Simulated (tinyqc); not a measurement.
Inside a calculation. Method: inverse iteration on a symmetric matrix. One step of it, computed by the program tinyqc.

Question. Step 3. solve (A - shift) w = v; v' = w/|w| with its largest component positive (the first on a tie); lambda = v'^T A v'.

A:
```
[[0.577000, 0.612000, 0.233000, -0.330000],
 [0.612000, 0.804000, 0.555000, -0.636000],
 [0.233000, 0.555000, 0.841000, -0.511000],
 [-0.330000, -0.636000, -0.511000, 1.370000]]
```

vector after step 2: [0.348367, 0.117808, 0.621588, 0.691658]

shift = 0.170000

Give: vector after step 3; Rayleigh quotient after step 3.

Answer.

vector after step 3: [-0.263, 0.555, 0.466, 0.637]

Rayleigh quotient after step 3 = 0.435
